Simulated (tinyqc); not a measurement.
# Changing the J1

Model: polytypes and stacking faults of a tetrahedral semiconductor in an axial Ising model with couplings up to third neighbours. Computed by tinyqc, a small Python program. Command: `OMP_NUM_THREADS=1 python tinyqc.py 3026967 3026968 out.jsonl polytype sweep`. One thread of a shared host (Intel(R) Xeon(R) Processor @ 2.30GHz), about 0.01 s of CPU time with the checks.

Each double layer has s = +1 or -1 for the sense of its stacking step; E per pair of atoms = E0 - sum_n J_n <s_i s_(i+n)>, n = 1, 2, 3. Hexagonality h = (1 - <s_i s_(i+1)>)/2.

Inputs (values chosen for the exercise, of the order of those of ZnS for J, a, G and the gaps):

| quantity | value | unit |
|---|---|---|
| J2 | -0.0827 | meV/pair |
| J3 | 0.05 | meV/pair |
| basal lattice constant a | 3.82 | angstrom |
| shear modulus G | 31.8 | GPa |
| Poisson ratio nu | 0.21 | - |
| gap of 3C | 3.72 | eV |
| gap of 4H | 3.8 | eV |

Host polytype: 3C.

correlations of the repeat units 3C (+), 2H (+-), 4H (++--), 6H (+++---), 15R (+++--), 8H (++++----), 21R (++++---), 9R (++-):
```
         n = 1      n = 2      n = 3
3C    1.000000   1.000000   1.000000
2H   -1.000000   1.000000  -1.000000
4H    0.000000  -1.000000   0.000000
6H    0.333333  -0.333333  -1.000000
15R   0.200000  -0.600000  -0.600000
8H    0.500000   0.000000  -0.500000
21R   0.428571  -0.142857  -0.714286
9R   -0.333333  -0.333333   1.000000
```

fault coefficients k_n:
```
               J1  J2  J3
intrinsic       4   4   4
extrinsic       4   8   8
twin boundary   2   4   6
```

Constants: 1 eV/angstrom^2 = 16.02176634 J/m^2.

Method:
- E - E(3C) = sum_n J_n (1 - C_n), C_n = <s_i s_(i+n)>. The gap is taken linear in h between 3C (h = 0) and 4H (h = 1/2), a rough rule, with a dash beyond.
- Faults in 3C: the sequences intrinsic (-), extrinsic (--), twin boundary (+ turns to -) are put between perfect repeats; k_n = (layers x C_n of the host) - sum_i s_i s_(i+n). gamma = sum k_n J_n/A, A = (sqrt 3/2) a^2; 1 meV/angstrom^2 = 16.02177 mJ/m^2.
- Screw line, bounded by the intrinsic fault of energy gamma: b = a, partials b_p = a/sqrt 3; d = G b_p^2 (2 - 3 nu)/(8 pi gamma (1 - nu)). One partial is driven off by the shear stress gamma/b_p along its Burgers vector.

One run for each value:

| J1 (meV/pair) | E(2H) - E(3C) (meV/pair) | E(4H) - E(3C) (meV/pair) | E(6H) - E(3C) (meV/pair) | energy of the glide fault, intrinsic (mJ/m^2) | splitting width d (nm) |
|---|---|---|---|---|---|
| 0.885 | 1.87 | 0.7696 | 0.5797 | 4.322 | 24.693 |
| 1.180 | 2.46 | 1.0646 | 0.7764 | 5.818 | 18.344 |
| 1.470 | 3.04 | 1.3546 | 0.9697 | 7.289 | 14.643 |
| 1.760 | 3.62 | 1.6446 | 1.1631 | 8.760 | 12.184 |
| 2.050 | 4.20 | 1.9346 | 1.3564 | 10.230 | 10.433 |
| 2.340 | 4.78 | 2.2246 | 1.5497 | 11.701 | 9.122 |
| 2.630 | 5.36 | 2.5146 | 1.7431 | 13.171 | 8.103 |
| 2.920 | 5.94 | 2.8046 | 1.9364 | 14.642 | 7.289 |
| 3.220 | 6.54 | 3.1046 | 2.1364 | 16.164 | 6.603 |

Over the rows, E(2H) - E(3C) (meV/pair) rises from 1.87 to 6.54; E(4H) - E(3C) (meV/pair) rises from 0.770 to 3.10; E(6H) - E(3C) (meV/pair) rises from 0.580 to 2.14. All energies are linear in J1, with slopes 2, 1 and 2/3 for 2H, 4H and 6H: twice the hexagonality.

Extremes, crossings and ranges named in words are read from the listed rows.
